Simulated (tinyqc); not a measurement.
Inside a calculation. Model: Heisenberg spin cluster by exact diagonalisation: multiplets, susceptibility, level crossings. Computed by tinyqc, a small Python program that keeps every step. Command: `OMP_NUM_THREADS=1 python tinyqc.py 3022271 3022272 out.jsonl spincl walk`. One thread of a shared host (Intel(R) Xeon(R) Processor @ 2.30GHz), about 0.01 s of CPU time with the checks. Intermediate numbers are printed to about 6 digits and carried at full precision; extremes and crossings named in words are read from the listed rows.

H = J1 sum S_i.S_j over the bonds 1-2, 2-3 + J2 sum over 1-3 - g mu_B B S_z; J > 0 is antiferromagnetic.

Inputs (values chosen for the exercise, for a model cluster):
```
quantity       value  unit
exchange J1     5.85   meV
exchange J2     -4.2   meV
g factor        2.12     -
temperature T     12     K
field B         0.63     T
```

Cluster: triangle, two J1 bonds and one J2 bond. Spin s of each site: 0.5.

Constants: k_B = 8.617333262e-05 eV/K; mu_B = 5.7883818060e-05 eV/T.

## The block with S_z = 0.5

Basis: products of m values. S_i.S_j = m_i m_j on the diagonal and (1/2) sqrt[s(s+1) - m_i(m_i+1)] sqrt[s(s+1) - m_j(m_j-1)], s the spin of a site, between states that differ by one flip up and one down.

H at B = 0 (meV):
```
                +0.5 +0.5 -0.5  +0.5 -0.5 +0.5  -0.5 +0.5 +0.5
+0.5 +0.5 -0.5           1.050           2.925          -2.100
+0.5 -0.5 +0.5           2.925          -3.975           2.925
-0.5 +0.5 +0.5          -2.100           2.925           1.050
```

## Multiplets

Every multiplet has one member in the block S_z = 0.5; diagonalise it and read the total spin from <S^2> = S (S + 1).

Levels at B = 0:
```
E (meV)  total S  number of multiplets
-6.900       0.5                     1
1.875        1.5                     1
3.150        0.5                     1
```

ground energy = -6.9 meV

gap to the next level = 8.775 meV

The ground state has S = 0.5; the next level has S = 1.5. The highest spin, S = 1.5, lies at 1.875 meV, s^2 times the sum of all J, s the spin of a site.

## Thermal averages at zero field

Z = sum k (2S + 1) exp(-E/(k_B T)) over the table, k the number of multiplets; <S^2> likewise with the factor S (S + 1); chi T = N_A g^2 mu_B^2 <S^2>/(3 k_B) = 0.125049 g^2 <S^2> cm^3 K/mol (cgs, per mole of clusters); C = (<E^2> - <E>^2)/(k_B T)^2; entropy = ln Z + <E>/(k_B T).

<S^2> = 0.751238

chi T = 0.422211 cm^3 K/mol

heat capacity = 0.0353694 k_B

entropy = 0.697705 k_B

Free spins would give <S^2> = 2.25 and the entropy 2.079 k_B; chi T is 33 % of the free value.

## Magnetisation in the field

Each multiplet splits as E - g mu_B B m; <S_z> is the Boltzmann mean. The first level crossing is at the smallest (E_S - E_0)/(g mu_B (S - S_0)) over higher spins (0 if the ground state has the highest spin).

<S_z> = 0.0187126

first crossing field = 71.5079 T

Linear response would give g mu_B B <S^2>/(3 k_B T) = 0.0187.

## Susceptibility against the Curie-Weiss form

High-temperature form: chi T = C0/(1 - theta/T), C0 = 0.125049 g^2 n s (s + 1), k_B theta = -(2/3) s (s + 1) (sum of J over bonds)/n, n = 3; a dash where T <= 1.05 theta.

theta = -14.5056 K

Against temperature:
```
T (K)   chi T (cm^3 K/mol)  Curie-Weiss  chi (cm^3/mol)      C (k_B)
6.8                0.42152      0.40360       0.0619877  1.51150e-04
14.0               0.42385      0.62106       0.0302750  8.98315e-02
24.0               0.46825      0.78817       0.0195106  6.52001e-01
41.0               0.65119      0.93407       0.0158827  1.00035e+00
68.0               0.88504      1.04222       0.0130153  5.80159e-01
110.0              1.04623      1.11722       0.0095112  2.34649e-01
170.0              1.13339      1.16513       0.0066670  9.38302e-02
270.0              1.18707      1.20007       0.0043966  3.49463e-02
540.0              1.22815      1.23147       0.0022743  8.13328e-03
1100.0             1.24728      1.24809       0.0011339  1.87845e-03
```

The Curie-Weiss form is within 3 % in the last 4 rows. chi keeps rising on cooling, towards the Curie law of the S = 0.5 ground state; among these rows C is largest at 41 K, and the gap is 102 K.

Checks made by the program: the trace of H and the count of states (relative difference below 1e-10).
